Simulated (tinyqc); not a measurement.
Nucleation and growth of vacancy voids in a cooling silicon-like crystal. Changing the void surface energy gamma. Computed by tinyqc, a small Python program. Command: `OMP_NUM_THREADS=1 python tinyqc.py 3025835 3025836 out.jsonl voids sweep`. One thread of a shared host (Intel(R) Xeon(R) Processor @ 2.30GHz), about 0.2 s of CPU time with the checks.

Spherical voids; vacancies are lost only to voids.

Inputs (values chosen for the exercise, close to those used for silicon):

| quantity | value | unit |
|---|---|---|
| vacancy density at the melting point C_m | 6.4e+14 | 1/cm^3 |
| formation energy E_f | 3.78 | eV |
| melting point T_m | 1685 | K |
| diffusion prefactor D0 | 0.0013 | cm^2/s |
| migration energy E_m | 0.47 | eV |
| site density rho | 5e+22 | 1/cm^3 |
| cooling rate q | 6.1 | K/min |
| ratio (V/G)/xi_c | 1.39 | - |
| limit of the excess at high V/G | 1.6e+14 | 1/cm^3 |
| temperature step | 0.2 | K |

Vacancy supply: from V/G.

Constants: k_B = 8.617333262e-05 eV/K; k_B = 1.380649e-23 J/K.

Method:
- C = C_x (u - 1)/(u + 0.2) with u = (V/G)/xi_c, a form chosen for the exercise.
- C_e = C_m exp[-(E_f/k_B)(1/T - 1/T_m)]; D = D0 exp(-E_m/(k_B T)); f = k_B T ln(C/C_e); r* = 2 gamma/(rho f); W* = 16 pi gamma^3/(3 rho^2 f^2); Z = f/sqrt(12 pi W* k_B T); I = rho Z (4 pi r* D C) exp(-W*/(k_B T)).
- March down from 1500 K in steps dT, dt = dT/q, with values at the upper end of each step: a class of I dt voids is born with r*; then all classes grow by r^2 += 2 D (C - C_e) dt/rho; C falls by the vacancies added to voids. Stop at 1150 K. T_n is the T of the largest I, N the final count (classes under 1e-6 /cm^3 are dropped), and the mean radius the number average.

One run for each value:

| void surface energy gamma (J/m^2) | temperature of peak nucleation T_n (K) | void density N (1/cm^3) | mean radius (nm) |
|---|---|---|---|
| 0.700 | 1388.2 | 1.4985e+07 | 23.080 |
| 0.767 | 1367.6 | 1.4695e+07 | 23.203 |
| 0.833 | 1346.4 | 1.4779e+07 | 23.127 |
| 0.900 | 1323.4 | 1.5191e+07 | 22.881 |
| 1.030 | 1274.6 | 1.6907e+07 | 21.993 |
| 1.100 | 1246.0 | 1.8406e+07 | 21.307 |

Give the missing row, void surface energy gamma (J/m^2) = 0.967.

Computed row:
```
void surface energy gamma (J/m^2)  temperature of peak nucleation T_n (K)  void density N (1/cm^3)  mean radius (nm)
0.967                                                              1299.0               1.5918e+07            22.486
```

Interpolating between the two neighbouring rows (linearly) misses most in void density N (1/cm^3), by 0.99 %. Over the rows, temperature of peak nucleation T_n (K) falls from 1390 to 1250 (exponent d ln y / d ln x -0.16 between the first rows and -0.35 between the last); void density N (1/cm^3) goes from 1.50e7 through a minimum among these rows, 1.47e7 at 0.767, to 1.84e7; mean radius (nm) goes from 23.1 through a maximum among these rows, 23.2 at 0.767, to 21.3. The surface energy sets the supersaturation needed and so T_n; N and r respond far less than the rate at fixed T would.

Caution (rows 1.03, 1.10): below about 1290 K vacancies bind to oxygen in crucible-grown crystals, which cuts nucleation off; that is left out.

Extremes, crossings and ranges named in words are read from the listed rows.
